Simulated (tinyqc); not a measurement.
Inside a calculation. Method: CIS and TDHF on RHF in the 6-31g basis, for H3+, spin multiplicity 1. Computed by tinyqc, a small Python program that keeps every step (integrals from PySCF). Settings: charge = 1, multiplicity = 1, basis = 6-31g, method = RHF, energy threshold = 1e-10, iteration cap = 50, orthogonalisation = symmetric, start = Wolfsberg-Helmholz matrix, DIIS depth = 6, TDHF = 1. Command: `OMP_NUM_THREADS=1 python tinyqc.py 21548 21549 out.jsonl` (the two numbers bound the seeds that draw the settings). One thread of a shared host (Intel(R) Xeon(R) Processor @ 2.60GHz), about 0.08 s of CPU time with the checks. The early iterations of the SCF are left out here.

## One-electron integrals

Geometry (angstrom):
```
atom,x,y,z
H,0.00000,0.00000,0.00000
H,0.00000,0.00000,0.81800
H,0.00000,0.00000,-0.81800
```

Basis 6-31g: exponents (1/bohr^2) and contraction coefficients of normalised primitives:
```
element,l (shell),exponent,coefficient
H,s (1),18.73114,0.03349
H,s (1),2.82539,0.23473
H,s (1),0.64012,0.81376
H,s (2),0.16128,1.00000
```

Overlap, kinetic and nuclear-attraction integrals over the contracted functions; the nuclear repulsion is the sum of Za Zb / Rab.

nuclear repulsion = 1.6172898 hartree

overlap S, lower triangle:
```
,1H 1s,1H 2s,2H 1s,2H 2s,3H 1s,3H 2s
1H 1s,1.00000
1H 2s,0.65829,1.00000
2H 1s,0.38784,0.48085,1.00000
2H 2s,0.48085,0.82474,0.65829,1.00000
3H 1s,0.38784,0.48085,0.03289,0.18774,1.00000
3H 2s,0.48085,0.82474,0.18774,0.46267,0.65829,1.00000
```

kinetic energy T (hartree), lower triangle:
```
,1H 1s,1H 2s,2H 1s,2H 2s,3H 1s,3H 2s
1H 1s,1.39568
1H 2s,0.25974,0.24192
2H 1s,0.15443,0.14973,1.39568
2H 2s,0.14973,0.17389,0.25974,0.24192
3H 1s,0.15443,0.14973,-0.03767,0.01202,1.39568
3H 2s,0.14973,0.17389,0.01202,0.05442,0.25974,0.24192
```

nuclear attraction V (hartree), lower triangle:
```
,1H 1s,1H 2s,2H 1s,2H 2s,3H 1s,3H 2s
1H 1s,-2.93558
1H 2s,-1.55595,-1.65729
2H 1s,-1.01719,-1.04098,-2.61786
2H 2s,-1.12806,-1.32637,-1.36205,-1.46832
3H 1s,-1.01719,-1.04098,-0.08474,-0.41747,-2.61786
3H 2s,-1.12806,-1.32637,-0.41747,-0.76678,-1.36205,-1.46832
```

core Hamiltonian H = T + V (hartree), lower triangle:
```
,1H 1s,1H 2s,2H 1s,2H 2s,3H 1s,3H 2s
1H 1s,-1.53991
1H 2s,-1.29622,-1.41537
2H 1s,-0.86276,-0.89125,-1.22219
2H 2s,-0.97832,-1.15248,-1.10231,-1.22640
3H 1s,-0.86276,-0.89125,-0.12242,-0.40545,-1.22219
3H 2s,-0.97832,-1.15248,-0.40545,-0.71236,-1.10231,-1.22640
```

## Two-electron integrals

Functions are numbered as in S; the eight-fold symmetry (ij|kl) = (ji|kl) = (kl|ij) leaves the list below.

Two-electron integrals (ij|kl) in chemists' order, unique and non-zero (hartree):
```
i,j,k,l,(ij|kl)
1,1,1,1,1.07657
2,1,1,1,0.57847
2,1,2,1,0.32942
2,2,1,1,0.58740
2,2,2,1,0.36130
2,2,2,2,0.45315
3,1,1,1,0.33773
3,1,2,1,0.19350
3,1,2,2,0.21321
3,1,3,1,0.14361
3,2,1,1,0.31283
3,2,2,1,0.19112
3,2,2,2,0.23372
3,2,3,1,0.14934
3,2,3,2,0.17474
3,3,1,1,0.61470
3,3,2,1,0.38382
3,3,2,2,0.48163
3,3,3,1,0.33773
3,3,3,2,0.41497
3,3,3,3,1.07657
4,1,1,1,0.41497
4,1,2,1,0.23730
4,1,2,2,0.26199
4,1,3,1,0.14934
4,1,3,2,0.15088
4,1,3,3,0.31283
4,1,4,1,0.17474
4,2,1,1,0.45945
4,2,2,1,0.28446
4,2,2,2,0.36207
4,2,3,1,0.18497
4,2,3,2,0.21326
4,2,3,3,0.45945
4,2,4,1,0.21326
4,2,4,2,0.30823
4,3,1,1,0.38382
4,3,2,1,0.23901
4,3,2,2,0.30319
4,3,3,1,0.19350
4,3,3,2,0.23730
4,3,3,3,0.57847
4,3,4,1,0.19112
4,3,4,2,0.28446
4,3,4,3,0.32942
4,4,1,1,0.48163
4,4,2,1,0.30319
4,4,2,2,0.40110
4,4,3,1,0.21321
4,4,3,2,0.26199
4,4,3,3,0.58740
4,4,4,1,0.23372
4,4,4,2,0.36207
4,4,4,3,0.36130
4,4,4,4,0.45315
5,1,1,1,0.33773
5,1,2,1,0.19350
5,1,2,2,0.21321
5,1,3,1,0.09305
5,1,3,2,0.08902
5,1,3,3,0.16788
5,1,4,1,0.13047
5,1,4,2,0.15289
5,1,4,3,0.10902
5,1,4,4,0.15220
5,1,5,1,0.14361
5,2,1,1,0.31283
5,2,2,1,0.19112
5,2,2,2,0.23372
5,2,3,1,0.08902
5,2,3,2,0.08988
5,2,3,3,0.17086
5,2,4,1,0.12748
5,2,4,2,0.16313
5,2,4,3,0.11173
5,2,4,4,0.16199
5,2,5,1,0.14934
5,2,5,2,0.17474
5,3,1,1,0.03183
5,3,2,1,0.01778
5,3,2,2,0.01881
5,3,3,1,0.01048
5,3,3,2,0.01007
5,3,3,3,0.02017
5,3,4,1,0.01279
5,3,4,2,0.01477
5,3,4,3,0.01248
5,3,4,4,0.01561
5,3,5,1,0.01048
5,3,5,2,0.01007
5,3,5,3,0.00097
5,4,1,1,0.13473
5,4,2,1,0.08074
5,4,2,2,0.09541
5,4,3,1,0.03900
5,4,3,2,0.03889
5,4,3,3,0.07418
5,4,4,1,0.05455
5,4,4,2,0.06811
5,4,4,3,0.04821
5,4,4,4,0.06830
5,4,5,1,0.05991
5,4,5,2,0.06692
5,4,5,3,0.00429
5,4,5,4,0.02624
5,5,1,1,0.61470
5,5,2,1,0.38382
5,5,2,2,0.48163
5,5,3,1,0.16788
5,5,3,2,0.17086
5,5,3,3,0.32339
5,5,4,1,0.24972
5,5,4,2,0.32425
5,5,4,3,0.21264
5,5,4,4,0.31593
5,5,5,1,0.33773
5,5,5,2,0.41497
5,5,5,3,0.02017
5,5,5,4,0.15362
5,5,5,5,1.07657
6,1,1,1,0.41497
6,1,2,1,0.23730
6,1,2,2,0.26199
6,1,3,1,0.13047
6,1,3,2,0.12748
6,1,3,3,0.24972
6,1,4,1,0.16737
6,1,4,2,0.19983
6,1,4,3,0.15815
6,1,4,4,0.20803
6,1,5,1,0.14934
6,1,5,2,0.15088
6,1,5,3,0.01279
6,1,5,4,0.06264
6,1,5,5,0.31283
6,1,6,1,0.17474
6,2,1,1,0.45945
6,2,2,1,0.28446
6,2,2,2,0.36207
6,2,3,1,0.15289
6,2,3,2,0.16313
6,2,3,3,0.32425
6,2,4,1,0.19983
6,2,4,2,0.27282
6,2,4,3,0.20807
6,2,4,4,0.28886
6,2,5,1,0.18497
6,2,5,2,0.21326
6,2,5,3,0.01477
6,2,5,4,0.08432
6,2,5,5,0.45945
6,2,6,1,0.21326
6,2,6,2,0.30823
6,3,1,1,0.13473
6,3,2,1,0.08074
6,3,2,2,0.09541
6,3,3,1,0.05991
6,3,3,2,0.06692
6,3,3,3,0.15362
6,3,4,1,0.06264
6,3,4,2,0.08432
6,3,4,3,0.08891
6,3,4,4,0.10008
6,3,5,1,0.03900
6,3,5,2,0.03889
6,3,5,3,0.00429
6,3,5,4,0.01683
6,3,5,5,0.07418
6,3,6,1,0.05455
6,3,6,2,0.06811
6,3,6,3,0.02624
6,4,1,1,0.27177
6,4,2,1,0.16716
6,4,2,2,0.20966
6,4,3,1,0.09864
6,4,3,2,0.10814
6,4,3,3,0.22283
6,4,4,1,0.12122
6,4,4,2,0.16752
6,4,4,3,0.14028
6,4,4,4,0.18557
6,4,5,1,0.09864
6,4,5,2,0.10814
6,4,5,3,0.00870
6,4,5,4,0.04414
6,4,5,5,0.22283
6,4,6,1,0.12122
6,4,6,2,0.16752
6,4,6,3,0.04414
6,4,6,4,0.09700
6,5,1,1,0.38382
6,5,2,1,0.23901
6,5,2,2,0.30319
6,5,3,1,0.10902
6,5,3,2,0.11173
6,5,3,3,0.21264
6,5,4,1,0.15815
6,5,4,2,0.20807
6,5,4,3,0.13953
6,5,4,4,0.20569
6,5,5,1,0.19350
6,5,5,2,0.23730
6,5,5,3,0.01248
6,5,5,4,0.08891
6,5,5,5,0.57847
6,5,6,1,0.19112
6,5,6,2,0.28446
6,5,6,3,0.04821
6,5,6,4,0.14028
6,5,6,5,0.32942
6,6,1,1,0.48163
6,6,2,1,0.30319
6,6,2,2,0.40110
6,6,3,1,0.15220
6,6,3,2,0.16199
6,6,3,3,0.31593
6,6,4,1,0.20803
6,6,4,2,0.28886
6,6,4,3,0.20569
6,6,4,4,0.29787
6,6,5,1,0.21321
6,6,5,2,0.26199
6,6,5,3,0.01561
6,6,5,4,0.10008
6,6,5,5,0.58740
6,6,6,1,0.23372
6,6,6,2,0.36207
6,6,6,3,0.06830
6,6,6,4,0.18557
6,6,6,5,0.36130
6,6,6,6,0.45315
```

## Orthogonalisation

S = U s U^T; symmetric (Loewdin) form X = U s^(-1/2) U^T, so that X^T S X = 1.

eigenvalues of S: 0.03078  0.23493  0.43322  0.53908  1.26952  3.49248

X, lower triangle:
```
,1H 1s,1H 2s,2H 1s,2H 2s,3H 1s,3H 2s
1H 1s,1.31931
1H 2s,-0.63252,3.81565
2H 1s,-0.14785,-0.03157,1.28483
2H 2s,0.11909,-1.62690,-0.47003,2.18131
3H 1s,-0.14785,-0.03157,0.05368,0.06467,1.28483
3H 2s,0.11909,-1.62690,0.06467,0.46178,-0.47003,2.18131
```

## Iteration 6 (converged): orbitals

converged F (hartree), lower triangle:
```
,1H 1s,1H 2s,2H 1s,2H 2s,3H 1s,3H 2s
1H 1s,-0.61895
1H 2s,-0.89334,-0.82555
2H 1s,-0.65885,-0.63333,-0.34339
2H 2s,-0.71295,-0.68018,-0.65872,-0.62248
3H 1s,-0.65885,-0.63333,-0.22328,-0.38098,-0.34339
3H 2s,-0.71295,-0.68018,-0.38098,-0.49293,-0.65872,-0.62248
```

Diagonalise F' = X^T F X, C = X C', fill 1 alpha and 1 beta electrons from the bottom; D = 2 C_occ C_occ^T. Each column has its largest component positive (the first on a tie).

F' = X^T F X (hartree), lower triangle:
```
,1,2,3,4,5,6
1,0.13418
2,-0.64008,0.13309
3,-0.42901,-0.16100,0.22689
4,-0.08776,-0.20525,-0.50317,-0.00064
5,-0.42901,-0.16100,0.08031,-0.03395,0.22689
6,-0.08776,-0.20525,-0.03395,-0.09401,-0.50317,-0.00064
```

orbital energies (hartree): MO1 -1.09739, MO2 -0.35000, MO3 0.01850, MO4 0.50071, MO5 0.58995, MO6 1.05799

coefficients C:
```
,MO1,MO2,MO3,MO4,MO5,MO6
1H 1s,0.38634,0.00000,0.28674,-0.66848,0.00000,-1.23871
1H 2s,0.40016,0.00000,2.94921,2.23913,0.00000,2.52649
2H 1s,0.23675,0.32308,-0.00197,-0.62038,-0.89244,0.74826
2H 2s,0.01620,0.62410,-1.97459,-0.48833,1.10989,-1.44858
3H 1s,0.23675,-0.32308,-0.00197,-0.62038,0.89244,0.74826
3H 2s,0.01620,-0.62410,-1.97459,-0.48833,-1.10989,-1.44858
```

D after iteration 6, lower triangle:
```
,1H 1s,1H 2s,2H 1s,2H 2s,3H 1s,3H 2s
1H 1s,0.29852
1H 2s,0.30920,0.32026
2H 1s,0.18293,0.18947,0.11210
2H 2s,0.01252,0.01297,0.00767,0.00053
3H 1s,0.18293,0.18947,0.11210,0.00767,0.11210
3H 2s,0.01252,0.01297,0.00767,0.00053,0.00767,0.00053
```

## Convergence

Stop when the energy changes by less than 1e-10 hartree and every element of the error matrix X^T (F D S - S D F) X is below 3e-06.

Course of the cycle:
```
iteration,E (hartree),change,largest element of the error matrix
1,-1.1635921,-,1.34e-01
2,-1.2182030,-5.46e-02,2.54e-02
3,-1.2200207,-1.82e-03,5.76e-04
4,-1.2200211,-4.29e-07,8.34e-05
5,-1.2200211,-1.57e-08,3.39e-06
6,-1.2200211,-1.91e-11,8.22e-10
```

PySCF RHF in the same basis = -1.2200211 hartree

Converged in 6 iterations.

## Integrals over molecular orbitals

(pq|rs) = sum C_ip C_jq C_kr C_ls (ij|kl), one index at a time.

one-electron integrals over orbitals h = C^T H C (hartree), lower triangle:
```
,1,2,3,4,5,6
1,-1.73992
2,0.00000,-1.19208
3,-0.09579,0.00000,-0.68735
4,0.10089,0.00000,0.00845,-0.40657
5,0.00000,0.19856,0.00000,0.00000,-0.25728
6,0.07888,0.00000,0.23080,-0.01406,0.00000,-0.08034
```

Two-electron integrals over orbitals (pq|rs), unique and non-zero (hartree):
```
p,q,r,s,(pq|rs)
1,1,1,1,0.64253
2,1,2,1,0.12123
2,2,1,1,0.48165
2,2,2,2,0.46157
3,1,1,1,0.09579
3,1,2,2,0.01267
3,1,3,1,0.04923
3,2,2,1,-0.06898
3,2,3,2,0.07860
3,3,1,1,0.37754
3,3,2,2,0.35901
3,3,3,1,0.01141
3,3,3,3,0.33708
4,1,1,1,-0.10089
4,1,2,2,-0.07173
4,1,3,1,-0.01912
4,1,3,3,-0.03871
4,1,4,1,0.05913
4,2,2,1,-0.05526
4,2,3,2,0.02518
4,2,4,2,0.04162
4,3,1,1,-0.01379
4,3,2,2,0.00868
4,3,3,1,-0.01328
4,3,3,3,0.00058
4,3,4,1,0.00705
4,3,4,3,0.00938
4,4,1,1,0.48321
4,4,2,2,0.40319
4,4,3,1,0.04750
4,4,3,3,0.32034
4,4,4,1,-0.04719
4,4,4,3,0.00042
4,4,4,4,0.42170
5,1,2,1,-0.07515
5,1,3,2,0.02378
5,1,4,2,0.04849
5,1,5,1,0.06433
5,2,1,1,-0.13686
5,2,2,2,-0.11014
5,2,3,1,-0.01745
5,2,3,3,-0.03518
5,2,4,1,0.05633
5,2,4,3,-0.00431
5,2,4,4,-0.09112
5,2,5,2,0.09006
5,3,2,1,-0.02908
5,3,3,2,0.04447
5,3,4,2,0.00101
5,3,5,1,0.00050
5,3,5,3,0.04237
5,4,2,1,0.09284
5,4,3,2,-0.04870
5,4,4,2,-0.04851
5,4,5,1,-0.06467
5,4,5,3,-0.01706
5,4,5,4,0.08165
5,5,1,1,0.45578
5,5,2,2,0.43552
5,5,3,1,0.01392
5,5,3,3,0.33783
5,5,4,1,-0.07685
5,5,4,3,0.00646
5,5,4,4,0.38896
5,5,5,2,-0.11475
5,5,5,5,0.43362
6,1,1,1,-0.07888
6,1,2,2,0.02688
6,1,3,1,-0.06242
6,1,3,3,-0.01663
6,1,4,1,0.01516
6,1,4,3,0.02572
6,1,4,4,-0.01884
6,1,5,2,-0.02059
6,1,5,5,0.03157
6,1,6,1,0.11595
6,2,2,1,0.08130
6,2,3,2,-0.03874
6,2,4,2,-0.04902
6,2,5,1,-0.06137
6,2,5,3,0.00072
6,2,5,4,0.07051
6,2,6,2,0.07453
6,3,1,1,-0.14661
6,3,2,2,-0.07275
6,3,3,1,-0.04423
6,3,3,3,-0.03765
6,3,4,1,0.04214
6,3,4,3,0.01009
6,3,4,4,-0.08549
6,3,5,2,0.04984
6,3,5,5,-0.06370
6,3,6,1,0.04812
6,3,6,3,0.06739
6,4,1,1,0.01461
6,4,2,2,-0.04651
6,4,3,1,0.03520
6,4,3,3,-0.00513
6,4,4,1,0.01034
6,4,4,3,-0.01710
6,4,4,4,-0.00410
6,4,5,2,0.03659
6,4,5,5,-0.05404
6,4,6,1,-0.07574
6,4,6,3,-0.01824
6,4,6,4,0.06165
6,5,2,1,-0.10418
6,5,3,2,0.06978
6,5,4,2,0.05974
6,5,5,1,0.07112
6,5,5,3,0.02703
6,5,5,4,-0.09059
6,5,6,2,-0.08180
6,5,6,5,0.11518
6,6,1,1,0.62714
6,6,2,2,0.48015
6,6,3,1,0.08980
6,6,3,3,0.38464
6,6,4,1,-0.12691
6,6,4,3,-0.01803
6,6,4,4,0.46982
6,6,5,2,-0.14401
6,6,5,5,0.46578
6,6,6,1,-0.08692
6,6,6,3,-0.15351
6,6,6,4,0.01300
6,6,6,6,0.66304
```

## CIS matrix, singlets

A(ia,jb) = (e_a - e_i) d_ij d_ab + 2 (ia|jb) - (ij|ab).

CIS matrix A, singlet (hartree), lower triangle:
```
,1>2,1>3,1>4,1>5,1>6
1>2,0.50819
1>3,0.00000,0.83680
1>4,0.00000,-0.02446,1.23315
1>5,-0.01345,0.00000,0.00000,1.36022
1>6,0.00000,0.02178,0.01571,0.00000,1.76014
```

## CIS singlet states

dipole integrals <i|r|a> (bohr):
```
,x,y,z
1>2,0.00000,0.00000,1.14364
1>3,0.00000,0.00000,0.00000
1>4,0.00000,0.00000,0.00000
1>5,0.00000,0.00000,-0.14760
1>6,0.00000,0.00000,0.00000
```

Diagonalise A (1 hartree = 27.211386 eV); each vector has its largest component positive (the first on a tie). The transition dipole is mu = sqrt2 sum c_ia <i|r|a>.

singlet excitation energies (eV): 13.82283  22.71440  33.58614  37.01932  47.92152

lowest vectors:
```
,state 1,state 2,state 3,state 4,state 5
1>2,0.99988,0.00000,0.00000,-0.01578,0.00000
1>3,0.00000,0.99776,-0.06289,0.00000,0.02278
1>4,0.00000,0.06223,0.99765,0.00000,0.02867
1>5,0.01578,0.00000,0.00000,0.99988,0.00000
1>6,0.00000,-0.02453,-0.02719,0.00000,0.99933
```

oscillator strengths 2/3 w |mu|^2: 0.88203  0.00000  0.00000  0.04976  0.00000

## TDHF (RPA) singlet states

B(ia,jb) = 2 (ia|jb) - (ib|ja); the squared energies are the eigenvalues of (A - B)(A + B); 1 hartree = 27.211386 eV.

TDHF matrix B, singlet (hartree), lower triangle:
```
,1>2,1>3,1>4,1>5,1>6
1>2,0.12123
1>3,0.00000,0.04923
1>4,0.00000,-0.01912,0.05913
1>5,-0.07515,0.00000,0.00000,0.06433
1>6,0.00000,-0.06242,0.01516,0.00000,0.11595
```

squared energies w^2 (hartree^2): 0.24064  0.69142  1.51916  1.83805  3.08269

TDHF energies from the positive w^2 (eV): 13.34861  22.62672  33.53922  36.89179  47.77665

## CIS matrix, triplets

A(ia,jb) = (e_a - e_i) d_ij d_ab - (ij|ab).

CIS matrix A, triplet (hartree), lower triangle:
```
,1>2,1>3,1>4,1>5,1>6
1>2,0.26574
1>3,0.00000,0.73835
1>4,0.00000,0.01379,1.11490
1>5,0.13686,0.00000,0.00000,1.23156
1>6,0.00000,0.14661,-0.01461,0.00000,1.52824
```

## CIS triplet states

Diagonalise A (1 hartree = 27.211386 eV); each vector has its largest component positive (the first on a tie).

triplet excitation energies (eV): 6.71353  19.35736  30.34663  34.02989  42.31097

lowest vectors:
```
,state 1,state 2,state 3,state 4,state 5
1>2,0.99048,0.00000,0.00000,0.13764,0.00000
1>3,0.00000,0.98336,0.04418,0.00000,0.17621
1>4,0.00000,-0.04001,0.99883,0.00000,-0.02715
1>5,-0.13764,0.00000,0.00000,0.99048,0.00000
1>6,0.00000,-0.17720,0.01965,0.00000,0.98398
```

## TDHF (RPA) triplet states

B(ia,jb) = - (ib|ja); the squared energies are the eigenvalues of (A - B)(A + B); 1 hartree = 27.211386 eV.

TDHF matrix B, triplet (hartree), lower triangle:
```
,1>2,1>3,1>4,1>5,1>6
1>2,-0.12123
1>3,0.00000,-0.04923
1>4,0.00000,0.01912,-0.05913
1>5,0.07515,0.00000,0.00000,-0.06433
1>6,0.00000,0.06242,-0.01516,0.00000,-0.11595
```

squared energies w^2 (hartree^2): 0.03959  0.49689  1.23965  1.55508  2.40259

TDHF energies from the positive w^2 (eV): 5.41460  19.18140  30.29705  33.93341  42.17841
